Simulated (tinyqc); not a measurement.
# Ground and coupling capacitance from two measurements

Problem. A line has Cg to the planes and Cc to each of two neighbours. Find Cg, Cc, the load when both neighbours switch in antiphase, and the pulse on the line when it floats and both neighbours swing by Vx.

Parameters, values chosen for the exercise: swing Vx = 1 V.

capacitance with neighbours driven alike and with neighbours grounded (aF/um): [39, 119]

Answer. Driven alike, Cc carries no charge, which leaves Cg; grounded neighbours give Cg + 2 Cc, antiphase Cg + 4 Cc; a floating line divides the swing as 2 Cc/(Cg + 2 Cc).

Cg = 39.00 aF/um
Cc = 40.00 aF/um
load in antiphase = 199.0 aF/um
pulse = 0.6723 V

Computed by the program tinyqc: `OMP_NUM_THREADS=1 python tinyqc.py 2790110 2790111 out.jsonl`, one thread of a shared Intel Xeon 2.30GHz, about 0.5 s for the whole run.
